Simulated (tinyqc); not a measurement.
# Mobility and threshold from two currents

Question. In the linear region I = mu Cox (W/L) [(Vgs - VT) Vds - m Vds^2/2], Cox = eps0 eox/tox. Find mu and VT.

Values chosen for this exercise: relative permittivity of the gate insulator eox = 9.39; insulator thickness tox = 20 nm; gate width W = 1 um; gate length L = 5 um.

Constants: eps0 = 8.8541878128e-14 F/cm where lengths are in cm. Results are converted to the units shown.

I at Vgs = 0.62 and 1.12 V, Vds = 0.05 V (uA): 0.94899021  2.2376730
m = 1.0858993

Solution. The slope dI/dVgs is mu Cox (W/L) Vds; the line meets zero current at VT + m Vds/2.

mu = 620 cm^2/(V s)
VT = 0.225 V

Program tinyqc, `OMP_NUM_THREADS=1 python tinyqc.py 2360095 2360096 out.jsonl`; Intel Xeon 2.30GHz, shared host, one thread, about 0.04 s.
